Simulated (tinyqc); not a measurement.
# Permittivity and interface capacitance from two thicknesses

Problem. 1/C = t/(eps0 ek) + 2/ci for planar capacitors that differ only in thickness. Find ek, ci and the EOT of the interfaces, 2 x 3.9 eps0/ci.

Constants: eps0 = 8.8541878128e-14 F/cm where lengths are in cm. Results are converted to the units shown.

C at t = 4.2 and 13 nm (uF/cm^2): [1.4608764, 0.47291079]

Answer. 1/C is a straight line in t: the slope gives ek and the intercept 2/ci. A single thickness would give only the effective permittivity; when the interfaces are a small part of 1/C, ci needs very accurate data.

ek = 6.950
ci = 1000 uF/cm^2
EOT of the interfaces = 0.006906 nm

tinyqc, about 0.01 s, one thread, Intel Xeon 2.30GHz (shared host): `OMP_NUM_THREADS=1 python tinyqc.py 2102051 2102052 out.jsonl`
